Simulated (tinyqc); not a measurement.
# Mobility, diffusion coefficient and lifetime from two collectors

Inverse problem. For an injected sheet in a field F the peak time tp at distance L obeys u^2 tp^2 + 2 D tp = L^2 with u^2 = v^2 + 4 D/tau, and the pulse area goes as exp(L (v - u)/(2 D)); v = mu F. Find u, D, mu and tau without using the Einstein relation.

Values chosen for this exercise:

| symbol | value | unit | meaning |
|---|---|---|---|
| F | 39 | V/cm | sweep field along the drift |

distances (um): 120  280
peak times (us): 1.27825698  3.07909260
ratio of the areas, far over near = 0.199862431

Answer. The two peak times give two linear equations for u^2 and D; the area ratio gives v - u, and u^2 - v^2 = 4 D/tau gives tau.

u = 8879 cm/s
D = 5.942 cm^2/s
mu = 197.0 cm^2/(V s)
tau = 1.200e-6 s

Numbers from tinyqc (`OMP_NUM_THREADS=1 python tinyqc.py 2310102 2310103 out.jsonl`; about 0.01 s on one thread of a shared Intel Xeon 2.30GHz).
